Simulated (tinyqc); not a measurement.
Grain growth, pinning, strength and diffusional creep of a polycrystal or thin film: one step, computed by the program tinyqc. Command: `OMP_NUM_THREADS=1 python tinyqc.py 3009771 3009772 out.jsonl grain walk`. One thread of a shared host (Intel(R) Xeon(R) Processor @ 2.30GHz), about 0.01 s of CPU time with the checks.

One mean grain size d describes the structure.

Problem. Diffusional creep at T_c. Nabarro-Herring rate = 14 sigma Omega D_l/(k_B T d^2), D_l = D0 exp(-Q_l/(k_B T)); Coble rate = 14 pi sigma Omega delta D_b/(k_B T d^3), delta D_b = delta D0b exp(-Q_b/(k_B T)); they are equal at d_x = pi delta D_b/D_l.

Inputs (values chosen for the exercise, modelled on polycrystalline silicon):
```
quantity,value,unit
atomic volume Omega,20.02,angstrom^3
anneal temperature T,2201,K
lattice diffusion energy Q_l,4.8,eV
boundary diffusion energy Q_b,2.43,eV
lattice prefactor D0,0.00011,m^2/s
boundary prefactor delta D0b,9.8e-15,m^3/s
applied stress sigma,58,MPa
service temperature T_c,525,K
```

grain size d = 344.7643 nm

Constants: k_B = 1.380649e-23 J/K; k_B = 8.617333262e-05 eV/K.

Give: Nabarro-Herring rate; Coble rate; crossover size d_x; time to 1 % strain.

Solution.

Nabarro-Herring rate = 1.7344e-37 1/s

Coble rate = 7.9362e-18 1/s

crossover size d_x = 1.5775e+19 micrometre

time to 1 % strain = 1.2600e+15 s

Boundary diffusion carries the creep, by a factor 4.6e19. Caution: T is above the melting point of the named material. Caution: the time to 1 % strain exceeds a century, so diffusional creep is negligible in practice. Caution: sigma Omega is not small against k_B T, as the linear creep laws assume.
